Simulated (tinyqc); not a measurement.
Oxidation of curved silicon (wires and holes): cylindrical Deal-Grove kinetics with stress-retarded reaction. Changing the activation volume V_k. Computed by tinyqc, a small Python program. Command: `OMP_NUM_THREADS=1 python tinyqc.py 3016407 3016408 out.jsonl wireox sweep`. One thread of a shared host (Intel(R) Xeon(R) Processor @ 2.30GHz), about 0.03 s of CPU time with the checks.

Silicon fills r > a and oxide b < r < a. One volume of silicon gives 2.25 volumes of oxide, and the length is fixed.

Inputs (values chosen for the exercise, close to those used for silicon in dry oxygen):

| quantity | value | unit |
|---|---|---|
| prefactor B0 | 747 | um^2/h |
| activation energy E_B | 1.23 | eV |
| prefactor (B/A)0 | 5.22e+06 | um/h |
| activation energy E_A | 2.01 | eV |
| starting silicon radius a0 | 39 | nm |
| starting oxide x_i | 1 | nm |
| viscosity prefactor eta0 | 1.7e-08 | Pa s |
| viscosity energy E_eta | 5.44 | eV |
| critical shear stress s_c | 98 | MPa |
| temperature T | 1000 | C |
| time t | 0.14 | h |

Shape: hole (concave).

Constants: k_B = 8.617333262e-05 eV/K.

Method:
- B = B0 exp(-E_B/(k_B T)), B/A = (B/A)0 exp(-E_A/(k_B T)), eta = eta0 exp(E_eta/(k_B T)); 1 um = 1000 nm.
- Temperatures in kelvin are T(C) + 273.15.
- Geometry: b^2 = b0^2 - 1.25 (a^2 - a0^2), b0 = a0 - x_i.
- Rate of oxide made per interface area: q = 1/[1/k + 2 a |ln(b/a)|/B], and |da/dt| = q/2.25. Reaction k = (B/A) exp(-sigma V_k/(k_B T)). New oxide pushes the old with radial speed u = 1.25 |da/dt| at r = a; the shear stress at radius r is s_c asinh(z a^2/r^2), z = 2 eta u/(a s_c) (Eyring flow), and the compressive normal stress at the interface is sigma = |int_a^b 2 s/r dr| = s_c |F(z) - F(z a^2/b^2)|, F(y) = int_0^y asinh(w)/w dw. q and sigma are solved together. 1 MPa angstrom^3 = 6.241509e-6 eV.
- Integrate da/dt adaptively (tolerance 1e-8); a wire counts as consumed at a = 0.5 nm and a hole as closed at b = 0.5 nm. Planar reference: x^2 + A x = B t + x_i^2 + A x_i, A = B/(B/A).

One run for each value:

| activation volume V_k (angstrom^3) | oxide thickness (nm) | normal stress at time t (MPa) | ratio to the planar thickness |
|---|---|---|---|
| 2 | 9.067 | 298.3 | 1.048 |
| 5 | 8.864 | 289.4 | 1.024 |
| 10 | 8.554 | 275.8 | 0.988 |
| 15 | 8.273 | 263.6 | 0.956 |
| 20 | 8.018 | 252.8 | 0.926 |
| 30 | 7.569 | 234.0 | 0.875 |
| 40 | 7.187 | 218.3 | 0.830 |

What does the table show, and why?

Over the rows, oxide thickness (nm) falls from 9.07 to 7.19 (exponent d ln y / d ln x -0.025 between the first rows and -0.18 between the last); normal stress at time t (MPa) falls from 298 to 218 (exponent d ln y / d ln x -0.033 between the first rows and -0.24 between the last); ratio to the planar thickness falls from 1.05 to 0.830 (exponent d ln y / d ln x -0.025 between the first rows and -0.18 between the last). Feedback: a slower reaction pushes the oxide less, so the stress itself falls as V_k grows.

Caution (all rows): planar dry oxides this thin grow faster than Deal-Grove predicts. Caution (all rows): the oxide is taken as a purely viscous fluid in steady flow; elasticity, stress-dependent diffusion and thin-oxide enhancement are left out.
